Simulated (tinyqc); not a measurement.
Tunnelling through a thin dielectric with one trap, as a tight-binding chain: one step. Transmission. Three cases, with inputs chosen for the exercise.

Task: Invert the matrix; T = (2 t sin(ka))^2 |G_1N|^2.

Hopping -t everywhere, t = c/(m a^2), c = hbar^2/2m0; lead sites at 2t (band bottom 0), barrier sites 1 to N at 2t + phi, and site j has U besides. No voltage. Leads give S = -t exp(ika) on sites 1 and N, cos(ka) = 1 - E/(2t). T = (2 t sin(ka))^2 |G_1N|^2, G = (E - H - S)^-1. In the barrier cosh(q a) = 1 + (phi - E)/(2t).

Give: first row of G; T.

Case 1.

E - H - S (eV):
```
                     1          2          3          4          5
1  -3.090211+0.708034i   1.325211   0.000000   0.000000   0.000000
2             1.325211  -4.210422   1.325211   0.000000   0.000000
3             0.000000   1.325211  -4.210422   1.325211   0.000000
4             0.000000   0.000000   1.325211  -1.450422   1.325211
5             0.000000   0.000000   0.000000   1.325211  -4.210422
6             0.000000   0.000000   0.000000   0.000000   1.325211
7             0.000000   0.000000   0.000000   0.000000   0.000000
8             0.000000   0.000000   0.000000   0.000000   0.000000

           6          7                    8
1   0.000000   0.000000             0.000000
2   0.000000   0.000000             0.000000
3   0.000000   0.000000             0.000000
4   0.000000   0.000000             0.000000
5   1.325211   0.000000             0.000000
6  -4.210422   1.325211             0.000000
7   1.325211  -4.210422             1.325211
8   0.000000   1.325211  -3.090211+0.708034i
```

t = 1.325211 eV
ka = 0.5636556 rad

Result:

first row of G (1/eV): -0.3597-0.09848i  -0.1368-0.03746i  -0.07491-0.02053i  -0.1012-0.02776i  -0.03585-0.009856i  -0.01271-0.003554i  -0.004542-0.001436i  -0.001717-0.001009i

T = 7.951e-06

Without the trap T is 1.94e-07: the trap changes it by a factor 41.1 at this energy.

Case 2.

E - H - S (eV):
```
                      1          2          3          4          5
1   -4.097767+1.207451i   2.257767   0.000000   0.000000   0.000000
2              2.257767  -6.005534   2.257767   0.000000   0.000000
3              0.000000   2.257767  -6.005534   2.257767   0.000000
4              0.000000   0.000000   2.257767  -6.005534   2.257767
5              0.000000   0.000000   0.000000   2.257767  -2.485534
6              0.000000   0.000000   0.000000   0.000000   2.257767
7              0.000000   0.000000   0.000000   0.000000   0.000000
8              0.000000   0.000000   0.000000   0.000000   0.000000
9              0.000000   0.000000   0.000000   0.000000   0.000000
10             0.000000   0.000000   0.000000   0.000000   0.000000
11             0.000000   0.000000   0.000000   0.000000   0.000000

            6          7          8          9         10
1    0.000000   0.000000   0.000000   0.000000   0.000000
2    0.000000   0.000000   0.000000   0.000000   0.000000
3    0.000000   0.000000   0.000000   0.000000   0.000000
4    0.000000   0.000000   0.000000   0.000000   0.000000
5    2.257767   0.000000   0.000000   0.000000   0.000000
6   -6.005534   2.257767   0.000000   0.000000   0.000000
7    2.257767  -6.005534   2.257767   0.000000   0.000000
8    0.000000   2.257767  -6.005534   2.257767   0.000000
9    0.000000   0.000000   2.257767  -6.005534   2.257767
10   0.000000   0.000000   0.000000   2.257767  -6.005534
11   0.000000   0.000000   0.000000   0.000000   2.257767

                     11
1              0.000000
2              0.000000
3              0.000000
4              0.000000
5              0.000000
6              0.000000
7              0.000000
8              0.000000
9              0.000000
10             2.257767
11  -4.097767+1.207451i
```

t = 2.257767 eV
ka = 0.5642693 rad

Result:

first row of G (1/eV): -0.2856-0.1142i  -0.1364-0.05457i  -0.07734-0.03094i  -0.06929-0.02773i  -0.1070-0.04282i  -0.04848-0.01941i  -0.02196-0.008811i  -0.009949-0.004026i  -0.004499-0.001898i  -0.002019-0.001021i  -0.0008709-0.0008194i

T = 8.339e-06

Without the trap T is 1.02e-07: the trap changes it by a factor 81.5 at this energy.

Case 3.

E - H - S (eV):
```
                     1          2          3          4          5
1  -3.977133+1.050120i   2.177133   0.000000   0.000000   0.000000
2             2.177133  -5.884265   2.177133   0.000000   0.000000
3             0.000000   2.177133  -5.884265   2.177133   0.000000
4             0.000000   0.000000   2.177133  -5.884265   2.177133
5             0.000000   0.000000   0.000000   2.177133  -5.884265
6             0.000000   0.000000   0.000000   0.000000   2.177133
7             0.000000   0.000000   0.000000   0.000000   0.000000
8             0.000000   0.000000   0.000000   0.000000   0.000000
9             0.000000   0.000000   0.000000   0.000000   0.000000

           6          7          8                    9
1   0.000000   0.000000   0.000000             0.000000
2   0.000000   0.000000   0.000000             0.000000
3   0.000000   0.000000   0.000000             0.000000
4   0.000000   0.000000   0.000000             0.000000
5   2.177133   0.000000   0.000000             0.000000
6  -5.884265   2.177133   0.000000             0.000000
7   2.177133  -2.724265   2.177133             0.000000
8   0.000000   2.177133  -5.884265             2.177133
9   0.000000   0.000000   2.177133  -3.977133+1.050120i
```

t = 2.177133 eV
ka = 0.5033249 rad

Result:

first row of G (1/eV): -0.2959-0.1032i  -0.1310-0.04569i  -0.05825-0.02034i  -0.02638-0.009281i  -0.01305-0.004746i  -0.008901-0.003547i  -0.01100-0.004839i  -0.004867-0.002509i  -0.002152-0.001941i

T = 3.705e-05

Without the trap T is 1.43e-06: the trap changes it by a factor 25.8 at this energy.

Computed by tinyqc, one run a case: `OMP_NUM_THREADS=1 python tinyqc.py N N+1 out.jsonl` with N = 1480419, 1480552, 1480695; one thread of a shared Intel(R) Xeon(R) Processor @ 2.30GHz, about 0.1 s a run at most.
